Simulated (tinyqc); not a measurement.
Molecular dynamics of a small cluster by velocity Verlet steps: one step, computed by the program tinyqc. Command: `OMP_NUM_THREADS=1 python tinyqc.py 3000733 3000734 out.jsonl verlet walk`. One thread of a shared host (Intel(R) Xeon(R) Processor @ 2.30GHz), about 0.2 s of CPU time with the checks.

E = sum_(i<j) phi(r_ij), phi(r) = eps [exp(-2 alpha (r - r0)) - 2 exp(-alpha (r - r0))]; the force on i is -sum_j phi'(r_ij) (R_i - R_j)/r_ij.

Question. State at the start. Velocity Verlet: a = c F/M with c = 9.648533212e-3 angstrom/fs^2 per eV/(angstrom u); R(new) = R + v dt + a dt^2/2; v(new) = v + (a + a(new)) dt/2. Kinetic energy K = M v^2/(2c); temperature T = 2K/((3N - 3) k_B), rotation of the cluster included.

Inputs (values chosen for the exercise, for model atoms):
```
quantity         value        unit
length r0         2.35    angstrom
well depth eps    0.41          eV
stiffness alpha   2.04  1/angstrom
atomic mass M       67           u
time step dt       5.6          fs
```

Potential: Morse. Thermostat: none.

starting positions (angstrom):
```
           x      y     z
atom 1     0  -0.04  0.03
atom 2  2.34   0.01  0.06
atom 3  1.17   2.05  0.02
atom 4  1.19   0.65   1.9
```

starting velocities (angstrom/fs):
```
               x         y         z
atom 1   0.00017  -0.00221   0.00189
atom 2   0.00072   0.00037  -0.00141
atom 3  -0.00167  -0.00038  -0.00033
atom 4   0.00078   0.00222  -0.00014
```

Constants: 1 eV/(angstrom u) = 9.648533212e-03 angstrom/fs^2; k_B = 8.617333262e-05 eV/K.

Give: forces; potential energy; kinetic energy; temperature.

Answer.

forces (eV/angstrom):
```
              x        y        z
atom 1  -0.0214   0.0850  -0.0867
atom 2   0.2285  -0.1043  -0.3188
atom 3  -0.0624  -0.1111  -0.0158
atom 4  -0.1447   0.1304   0.4212
```

potential energy = -2.439 eV

kinetic energy = 0.06849 eV

temperature = 176.6 K
